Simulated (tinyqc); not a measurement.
MP2 on RHF in the sto-3g basis, for H2, spin multiplicity 1, step by step. One step of it, computed by the program tinyqc.

Question. Second-order Moller-Plesset energy. E2 = sum_ijab (ia|jb) [2 (ia|jb) - (ib|ja)] / (e_i + e_j - e_a - e_b) over occupied i, j and virtual a, b; the opposite-spin part is (ia|jb)^2 / denominator, the rest is same-spin, and SCS-MP2 scales them by 6/5 and 1/3.

orbital energies (hartree): MO1 -0.447920, MO2 0.384476

Two-electron integrals over orbitals (pq|rs), unique and non-zero (hartree):
```
(11|11) 0.605528   (21|21) 0.204658   (22|11) 0.604308   (22|22) 0.634158
```

Hartree-Fock energy = -1.02973128 hartree

Give: Terms; Pair energies; MP2 correlation energy; SCS-MP2 correlation energy; MP2 total energy.

Answer.

Terms:

| i | j | a | b | (ia\|jb) | (ib\|ja) | denominator | term |
|---|---|---|---|---|---|---|---|
| 1 | 1 | 2 | 2 | 0.205 | 0.205 | -1.665 | -0.025 |

Pair energies (hartree; pair i-j sums ij and ji):

| pair | opposite spin | same spin |
|---|---|---|
| 1-1 | -0.025 | 0.000 |

MP2 correlation energy = -0.02516 hartree

SCS-MP2 correlation energy = -0.03019 hartree

MP2 total energy = -1.05489 hartree
